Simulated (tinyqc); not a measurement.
Minority-electron transport through the base of a bipolar transistor (Moll-Ross and Kroemer integrals): one step, computed by the program tinyqc. Command: `OMP_NUM_THREADS=1 python tinyqc.py 3002942 3002943 out.jsonl base walk`. One thread of a shared host (Intel(R) Xeon(R) Processor @ 2.30GHz), about 0.01 s of CPU time with the checks.

Low injection, one dimension, x from the emitter edge (0) to the collector edge (W), s = x/W. Recombination is treated as a small correction (valid for tau_B well below tau_n), computed from the stored charge.

Question. Gain and speed. Emitter-limited gain beta_E = G_E/G_B; recombination-limited gain beta_R = tau_n/tau_B; 1/beta = 1/beta_E + 1/beta_R; f_T from the base alone = 1/(2 pi tau_B).

Inputs (values chosen for the exercise, modelled on silicon): electron lifetime tau_n = 120 ns; emitter Gummel number G_E = 1.6e+14 s/cm^4; temperature T = 300 K.

Base doping profile: Gaussian. Gap grading: none. Exit of the base: saturation velocity.

base Gummel number G_B = 1.757416e+13 s/cm^4

base transit time tau_B = 5.214172 ps

Give: beta_E; beta_R; current gain beta; f_T from the base alone.

Answer.

beta_E = 9.1043

beta_R = 23014

current gain beta = 9.1007

f_T from the base alone = 30.524 GHz

The gain is limited mainly by hole injection into the emitter (100 % of the base current).
